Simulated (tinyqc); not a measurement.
Worked calculation: Hubbard ring of 4 sites. Computed by tinyqc, a small Python program that keeps every step. Settings: hopping = 1.34, U = 9.7, mixing = 0.2, iteration cap = 53. Command: `OMP_NUM_THREADS=1 python tinyqc.py 27541 27542 out.jsonl` (the two numbers bound the seeds that draw the settings). One thread of a shared host (Intel(R) Xeon(R) Processor @ 2.60GHz), about 0.2 s of CPU time with the checks. Later iterations appear only in the table of the cycle.

## Mean-field iteration 1

one-body matrix (hopping and site energies) (eV), lower triangle:
```
           1          2          3          4
1  -0.740000
2  -1.340000  -0.660000
3   0.000000  -1.340000  -0.740000
4  -1.340000   0.000000  -1.340000  -0.560000
```

U = 9.700000 eV

electrons, up and down: 2  2

mixing = 0.200000

n(up) at the start (a guess, not normalised): 1 0.550000, 2 0.450000, 3 0.550000, 4 0.450000

n(down) at the start (a guess): 1 0.450000, 2 0.550000, 3 0.450000, 4 0.550000

H(up) = T + U n(down), H(down) = T + U n(up); fill the lowest levels; n(new) = n + mixing (n(out) - n); E = tr T (rho up + rho down) + U sum n_up n_down of the output.

levels, up (eV): 1.438842  3.625000  4.724617  6.911541

levels, down (eV): 1.461660  3.755292  4.595000  6.888048

energy = -1.638044 eV

n(up) after iteration 1: 1 0.600039, 2 0.401176, 3 0.600039, 4 0.398745

n(down) after iteration 1: 1 0.402272, 2 0.599077, 3 0.402272, 4 0.596379

## Mean-field iteration 2

As before.

levels, up (eV): 1.309840  3.162039  5.187577  7.040544

levels, down (eV): 1.345698  3.269985  5.080383  7.003934

energy = -2.380781 eV

n(up) after iteration 2: 1 0.647705, 2 0.353883, 3 0.647705, 4 0.350707

n(down) after iteration 2: 1 0.355820, 2 0.645955, 3 0.355820, 4 0.642405

## Mean-field iteration 3

As before.

levels, up (eV): 1.121356  2.711455  5.638107  7.229082

levels, down (eV): 1.165632  2.807719  5.542737  7.183912

energy = -2.958732 eV

n(up) after iteration 3: 1 0.692126, 2 0.309523, 3 0.692126, 4 0.306226

n(down) after iteration 3: 1 0.311931, 2 0.689921, 3 0.311931, 4 0.686218

## Convergence

Each step fills the lowest levels of T + U n(other spin) and sets n(new) = n + mixing (n(out) - n); stop when output and input agree to 1e-8.

Course of the cycle:
```
iteration       E (eV)  largest |n(out) - n(in)|  mean |n_up - n_down|
1          -1.63804409                  2.56e-01              0.588837
2          -2.38078126                  2.40e-01              0.668354
3          -2.95873226                  2.22e-01              0.733437
4          -3.36917856                  2.02e-01              0.783341
5          -3.64260128                  1.81e-01              0.820173
6          -3.81826867                  1.58e-01              0.846967
7          -3.92939004                  1.37e-01              0.866486
8          -3.99948332                  1.17e-01              0.880843
9          -4.04387128                  9.90e-02              0.891546
10         -4.07217779                  8.34e-02              0.899635
11         -4.09037291                  6.99e-02              0.905829
...                ...                       ...                   ...
43         -4.12492924                  1.55e-04              0.929758
44         -4.12492928                  1.27e-04              0.929765
45         -4.12492930                  1.05e-04              0.929771
46         -4.12492932                  8.66e-05              0.929776
47         -4.12492933                  7.14e-05              0.929780
48         -4.12492934                  5.88e-05              0.929783
49         -4.12492935                  4.85e-05              0.929786
50         -4.12492935                  4.00e-05              0.929788
51         -4.12492935                  3.29e-05              0.929790
52         -4.12492936                  2.71e-05              0.929792
53         -4.12492936                  2.24e-05              0.929793
```

Not converged within 53 iterations: the residual falls steadily but slowly, by a factor of about 0.82 a step. The lowest mean-field energy found from random starts is -4.12493 eV. Reruns (cap 100 unless said): mixing 0.5: converged in 32 (E = -4.12493); mixing 0.9: converged in 13 (E = -4.12493); the original settings with a cap of 400: converged in 93 (E = -4.12493).

## Exact diagonalisation (36 states)

Lowest levels of the sector, and the double occupancy of the lowest state.

lowest levels (eV): -4.611445  -4.155927  -3.464626  -3.391324  -3.391324  -2.700000

double occupancy per site = 0.037311

## The lowest level by Lanczos steps

From a random start vector (not printed): a_j = <q_j|H|q_j>, b_j = norm of the remainder after orthogonalising; the Ritz value is the lowest eigenvalue of the tridiagonal matrix of a and b so far.

Lanczos:
```
j    a_j (eV)  b_j (eV)  lowest Ritz value (eV)
1    4.205904  7.368582              4.20590368
2    6.857550  7.511805             -1.95518249
3    8.058672  3.703091             -4.20222302
4    7.094204  4.099948             -4.42720288
5    2.971826  7.569487             -4.48534239
6   10.994698  4.514771             -4.57283992
7    7.970704  3.401594             -4.60115148
8    5.389046  6.913600             -4.60499834
9    7.551122  6.206996             -4.60809466
10   8.724659  4.905692             -4.61041203
```
